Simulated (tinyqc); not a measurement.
## Pinning factor and neutrality level from two metals

Question. On an oxide a metal of vacuum work function pM shows the effective value Phi + S (pM - Phi), with S = 1/(1 + 0.1 (eps_inf - 1)^2). Find S, Phi and eps_inf.

effective work functions for metals of 4.07 and 5.41 eV (eV): [4.1495749, 5.0259647]

Answer. The slope is S, and the point where both work functions agree is Phi.

S = 0.654
Phi = 4.30 eV
eps_inf = 3.30

Numbers from tinyqc (`OMP_NUM_THREADS=1 python tinyqc.py 2410018 2410019 out.jsonl`; about 0.01 s on one thread of a shared Intel Xeon 2.30GHz).
